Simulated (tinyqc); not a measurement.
## Cell size and critical density at another thickness

Question. In the cell model of oxide breakdown (cubic cells of edge a, defect density growing as t^al) the Weibull slope is beta = al tox/a, and for small l the critical density is N_bd = a^(-3) (A/a^2)^(-a/tox). Find a from the slope, and then the area A and the slope at 7 nm.

Inputs (values chosen for the exercise):
- al = 0.29 (exponent of defect growth)

Weibull slope at a thickness of 5.6 nm = 1.16
N_bd there, small-l form = 1.0449137e19 cm^-3

Solution. a = al tox/beta, and A = a^2 (a^3 N_bd)^(-tox/a).

a = 1.40 nm
A = 2.90 um^2
slope = 1.45

tinyqc, about 0.01 s, one thread, Intel Xeon 2.30GHz (shared host): `OMP_NUM_THREADS=1 python tinyqc.py 2070062 2070063 out.jsonl`
